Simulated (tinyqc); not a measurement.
# Subthreshold parameters from three currents

Problem. Far below threshold and for Vds well above Vt the virtual-source current tends to I = Cinv n Vt vx0 exp((Vgs - VT0 + dl Vds + al Vt)/(n Vt)) per width, with constant n; the three currents follow this limit. Find n, dl and VT0.

Values chosen for this exercise: temperature T = 325 K; inversion capacitance Cinv = 3.65 uF/cm^2; velocity at the virtual source vx0 = 7.04e6 cm/s; threshold shift (in units of Vt) from weak to strong inversion al = 3.5.

Constants: q = 1.602176634e-19 C, kB = 1.380649e-23 J/K, Vt = kB T/q. Results are converted to the units shown.

I at (Vgs, Vds) = (-0.2, 0.3), (-0.08, 0.3) and (-0.2, 1.1) V (nA/um): 2.0675217  54.442682  5.8885273

Solution. The first two currents differ in Vgs alone and give n; the first and third differ in Vds alone and give dl; the size of the first then gives VT0.

n = 1.31
dl = 0.0480 V/V
VT0 = 0.306 V

Numbers from tinyqc (`OMP_NUM_THREADS=1 python tinyqc.py 2380155 2380156 out.jsonl`; about 0.02 s on one thread of a shared Intel Xeon 2.30GHz).
